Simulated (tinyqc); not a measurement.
Number of periods: periodic multilayer mirror for extreme ultraviolet light.

s polarisation, vacuum above. q_j = sqrt(N_j^2 - sin^2 theta); interface r_jk = (q_j - q_k)/(q_j + q_k) exp(-2 (2 pi/lam)^2 q_j q_k sg^2) (Nevot-Croce; sg = 0 if not given); phase factor of a layer x_j = exp(4 pi i q_j d_j/lam). Each period has the spacer (thickness (1 - Gm) L) on top of the absorber (Gm L). In this recursion R is the amplitude; R in tables and results is the reflectance, its squared modulus. The substrate is of the spacer material. Starting with R = 0 in it, each interface upward gives R -> (r + R x)/(1 + r R x), x that of the layer below the interface (1 for the substrate).

Values chosen for the exercise (optical constants near those of Mo and Si at 13.5 nm; not measured data):

| symbol | value | unit | meaning |
|---|---|---|---|
| lam | 13.5 | nm | wavelength |
| dA | (0.078, 0.0067) |  | delta and beta of the absorber, N = 1 - delta + i beta |
| dS | (0.0011, 0.00194) |  | delta and beta of the spacer and the substrate |
| L | 6.92 | nm | period |
| Gm | 0.33 |  | absorber share of the period |
| theta | 0 | degrees | angle from the normal |
| sg | 0.4 | nm | interface roughness |

The last column sets both beta to zero.

Reflectance:

| periods | R | R without absorption |
|---|---|---|
| 5 | 0.082 | 0.091 |
| 10 | 0.252 | 0.307 |
| 15 | 0.415 | 0.537 |
| 20 | 0.534 | 0.718 |
| 30 | 0.651 | 0.909 |
| 40 | 0.688 | 0.973 |
| 50 | 0.699 | 0.992 |
| 60 | 0.702 | 0.998 |
| 80 | 0.703 | 1.000 |
| 100 | 0.703 | 1.000 |

R reaches 0.688 at 40 periods and 0.703 at 100; it stays within 0.01 of the last value from 50 periods on. Without absorption the last value is 1.000: absorption, not the count of layers, caps the mirror, and the roughness, which weakens each reflection, lowers that cap further.

Program tinyqc; command `OMP_NUM_THREADS=1 python tinyqc.py 1682074 1682075 out.jsonl`; about 0.01 s on one thread of a shared Intel(R) Xeon(R) Processor @ 2.30GHz.
